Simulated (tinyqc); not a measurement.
Gaps across the alloy: virtual-crystal alloy in the empirical-pseudopotential method.

Empirical pseudopotential on the fcc lattice, atoms at +/- tau, tau = a (1,1,1)/8, no spin-orbit coupling. H(G,G') = c (2 pi/a)^2 |k + G|^2 delta + VS(q) cos(q.tau) + i VA(q) sin(q.tau), q = G - G', c = hbar^2/2m0; k and G in units of 2 pi/a; VS at |q|^2 = 3, 8, 11 and VA at 3, 4, 11, in rydberg, zero elsewhere. At each k the basis holds all G with |k + G|^2 up to 16; energies are counted from the fourth level at Gamma.

Virtual crystal A(1-x)B(x): a = (1 - x) a_A + x a_B. Rule linear: V = (1 - x) V_A + x V_B. Rule volume: V = [(1 - x) a_A^3 V_A + x a_B^3 V_B]/a^3, since a form factor is an atomic potential divided by the cell volume.

Constants: hbar^2/2m0 = 3.80998211 eV angstrom^2; Ry = 13.60569312 eV.

Parameters, chosen for this exercise (classic local form factors of the size used for GaAs (A) and InAs (B), which place X and L only to a few tenths of an eV; not measured data):
```
symbol  value                  unit      meaning
a       (5.644, 6.04)          angstrom  lattice constants of A, B
VSA     (-0.231, 0.009, 0.06)  Ry        symmetric form factors of A
VAA     (0.068, 0.049, 0.011)  Ry        antisymmetric form factors of A
VSB     (-0.225, 0, 0.049)     Ry        symmetric form factors of B
VAB     (0.082, 0.051, 0.029)  Ry        antisymmetric form factors of B
rule    volume                           mixing rule
```

Gaps from the valence top to the fifth band at Gamma, at L = (1/2,1/2,1/2) and at the lowest of k = (f,0,0), f = 0.70, 0.75, ..., 1.00. Bowing C = 4 [(E(0) + E(1))/2 - E(1/2)].

Gaps (eV):
```
x      Gamma  Delta/X  f of the minimum      L  lowest
0.000  1.329    1.698              0.95  1.596   Gamma
0.167  1.141    1.797              0.95  1.590   Gamma
0.333  0.971    1.891              1.00  1.585   Gamma
0.500  0.819    1.978              1.00  1.583   Gamma
0.667  0.683    2.059              1.00  1.582   Gamma
0.833  0.564    2.135              1.00  1.584   Gamma
1.000  0.460    2.207              1.00  1.587   Gamma
```

bowing (eV): Gamma 0.301, Delta/X -0.100, L 0.036

The lowest valley is Gamma throughout. From A to B the Gamma gap moves by -0.87 eV, L by -0.01 eV and Delta/X by +0.51 eV; a move of Delta/X below about 0.4 eV is within the error of such form factors, sign included. The virtual crystal holds no disorder and no bond relaxation, so its bowing comes from the non-linear dependence on the mean potential and volume alone, and it may differ from measured bowing, which is positive in these alloys, in size and even in sign; crossings move with it.

(tinyqc, `OMP_NUM_THREADS=1 python tinyqc.py 1081587 1081588 out.jsonl`, Intel(R) Xeon(R) Processor @ 2.30GHz, 1 thread, shared host, about 0.2 s.)
